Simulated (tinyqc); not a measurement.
CIS and TDHF on RHF in the 6-311g basis, for H2, spin multiplicity 1, step by step. One step of it, computed by the program tinyqc.

Problem. CIS matrix, singlets. A(ia,jb) = (e_a - e_i) d_ij d_ab + 2 (ia|jb) - (ij|ab).

orbital energies (hartree): MO1 -0.508156, MO2 0.105169, MO3 0.336020, MO4 0.525286, MO5 2.517023, MO6 2.662620

Two-electron integrals over orbitals (pq|rs), unique and non-zero (hartree):
```
(11|11) 0.546444    (21|21) 0.083512    (22|11) 0.377409    (22|22) 0.325774
(31|11) -0.115066   (31|22) -0.045257   (31|31) 0.053281    (32|21) 0.007031
(32|32) 0.027025    (33|11) 0.351835    (33|22) 0.284750    (33|31) -0.040151
(33|33) 0.280655    (41|21) -0.076882   (41|32) 0.015522    (41|41) 0.090290
(42|11) -0.139047   (42|22) -0.066815   (42|31) 0.051255    (42|33) -0.053902
(42|42) 0.068749    (43|21) 0.058700    (43|32) 0.010372    (43|41) -0.051521
(43|43) 0.048343    (44|11) 0.436489    (44|22) 0.337359    (44|31) -0.078021
(44|33) 0.302281    (44|42) -0.098764   (44|44) 0.377952    (51|21) -0.028251
(51|32) 0.021392    (51|41) 0.049569    (51|43) -0.027196   (51|51) 0.068092
(52|11) -0.030340   (52|22) 0.001888    (52|31) 0.025662    (52|33) -0.007666
(52|42) 0.016627    (52|44) -0.023082   (52|52) 0.033039    (53|21) 0.035692
(53|32) -0.011530   (53|41) -0.046065   (53|43) 0.024957    (53|51) -0.039445
(53|53) 0.030977    (54|11) 0.118088    (54|22) 0.046089    (54|31) -0.055024
(54|33) 0.046239    (54|42) -0.055442   (54|44) 0.085267    (54|52) -0.042851
(54|54) 0.079897    (55|11) 0.570622    (55|22) 0.394523    (55|31) -0.134838
(55|33) 0.357143    (55|42) -0.160411   (55|44) 0.471048    (55|52) -0.067019
(55|54) 0.176138    (55|55) 0.692562    (61|11) -0.052075   (61|22) -0.021483
(61|31) 0.034345    (61|33) -0.016824   (61|42) 0.033188    (61|44) -0.050334
(61|52) 0.039640    (61|54) -0.062655   (61|55) -0.121146   (61|61) 0.066539
(62|21) -0.018552   (62|32) 0.010412    (62|41) 0.029443    (62|43) -0.018811
(62|51) 0.040413    (62|53) -0.022353   (62|62) 0.026213    (63|11) 0.080686
(63|22) 0.041231    (63|31) -0.033011   (63|33) 0.031065    (63|42) -0.038420
(63|44) 0.062420    (63|52) -0.021131   (63|54) 0.046841    (63|55) 0.118876
(63|61) -0.037628   (63|63) 0.031764    (64|21) 0.038755    (64|32) -0.021297
(64|41) -0.057631   (64|43) 0.029284    (64|51) -0.061649   (64|53) 0.040880
(64|62) -0.037967   (64|64) 0.063666    (65|21) 0.126479    (65|32) -0.018318
(65|41) -0.143917   (65|43) 0.093939    (65|51) -0.114704   (65|53) 0.090555
(65|62) -0.070810   (65|64) 0.122686    (65|65) 0.299073    (66|11) 0.581669
(66|22) 0.391295    (66|31) -0.137522   (66|33) 0.362031    (66|42) -0.164562
(66|44) 0.473553    (66|52) -0.070253   (66|54) 0.179324    (66|55) 0.694717
(66|61) -0.115978   (66|63) 0.117967    (66|66) 0.708147
```

Give: CIS matrix A, singlet.

Solution.

CIS matrix A, singlet (hartree):
```
         1>2      1>3      1>4      1>5      1>6
1>2   0.4029   0.0000  -0.0147  -0.0262   0.0000
1>3   0.0000   0.5989   0.0000   0.0000  -0.0120
1>4  -0.0147   0.0000   0.7775  -0.0190   0.0000
1>5  -0.0262   0.0000  -0.0190   2.5907   0.0000
1>6   0.0000  -0.0120   0.0000   0.0000   2.7222
```
